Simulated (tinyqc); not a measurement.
# Random telegraph noise from one oxide trap in a small MOSFET, step by step

tinyqc, about 0.01 s, one thread, Intel Xeon 2.30GHz (shared host): `OMP_NUM_THREADS=1 python tinyqc.py 2710080 2710081 out.jsonl` Printed values are rounded.

An acceptor-like trap exchanges electrons with the channel. Inversion charge Q = Cox u, u = n Vt W0(exp((Vg - VT)/(n Vt))), W0 the Lambert function, n = nf, Cox = eps0 eox/tox; linear regime Id = (W/L) mu Q Vd. Relative to threshold the surface potential rises by Vt ln(u/u0) and the oxide voltage by the rest of Vg - VT, with u0 = n Vt W0(1).

Inputs (values chosen for the exercise); values of the order met in silicon transistors: temperature T = 350 K; relative permittivity of the gate insulator (close to silicon dioxide) eox = 3.9; insulator thickness tox = 1.5 nm; depth of the trap from the channel interface xt = 0.21 nm; trap level above the channel Fermi level at threshold E0 = 0.19 eV; capture prefactor s0 = 7e-17 cm^2; capture barrier (lattice relaxation) EB = 0.49 eV; tunnelling decay length lt = 0.1 nm; thermal velocity vth = 1.3e7 cm/s; thickness of the inversion layer zi = 2.7 nm; threshold voltage VT = 0.41 V; body factor nf = 1.14; gate width W = 180 nm; gate length L = 59 nm; mobility mu = 210 cm^2/(V s); scattering coefficient of the charged trap asc = 0 V s; drain voltage Vd = 0.02 V; gate voltage Vg = 1.1 V.

Constants: q = 1.602176634e-19 C, kB = 1.380649e-23 J/K, Vt = kB T/q, eps0 = 8.8541878128e-14 F/cm where lengths are in cm. Results are converted to the units shown.

Range of the model: VT is taken as given; short-channel effects and the uneven flow of current among few electrons are left out.

## Trap level, time constants and occupancy

N = Cox u/q; dpsi = Vt ln(u/u0); E = E0 - dpsi - (xt/tox)(Vg - VT - dpsi); capture time tc = 1/[(N/zi) vth s0 exp(-xt/lt - EB/Vt)]; emission time te = tc exp(-E/Vt); occupancy te/(tc + te).

u = 0.5921395 V
N = 8.508161e12 cm^-2
dpsi = 0.1029480 V
E = 0.004864750 eV
tc = 0.003237386 s
te = 0.002755150 s
occupancy = 0.4597636

The trap lies 0.16 Vt above the Fermi level, so it is empty most of the time.

## Step height

A = W L; threshold step dV = q (1 - xt/tox)/(Cox A); gm/Id = 1/(u + n Vt); relative step dI/I = (gm/Id) dV + asc mu/A. Id as defined.

electrons in the channel N A = 903.5667
dV = 0.5635887 mV
gm/Id = 1.596111 1/V
number part of dI/I = 0.08995503 %
dI/I = 0.08995503 %
Id = 17.46690 uA
dI = 15.71236 nA

## Lorentzian spectrum

Spectrum S(f) = 4 dI^2/{(tc + te)[(1/tc + 1/te)^2 + (2 pi f)^2]}; corner fc = (1/tc + 1/te)/(2 pi); variance dI^2 tc te/(tc + te)^2. Give S at f = 0, at fc and at 10 fc.

fc = 106.9279 Hz
S(0) = 3.650818e-19 A^2/Hz
S(fc) = 1.825409e-19 A^2/Hz
S(10 fc) = 3.614672e-21 A^2/Hz
rms current = 7.830700 nA

The rms value is 0.498 of the step; it reaches its largest share, 1/2, when tc = te.
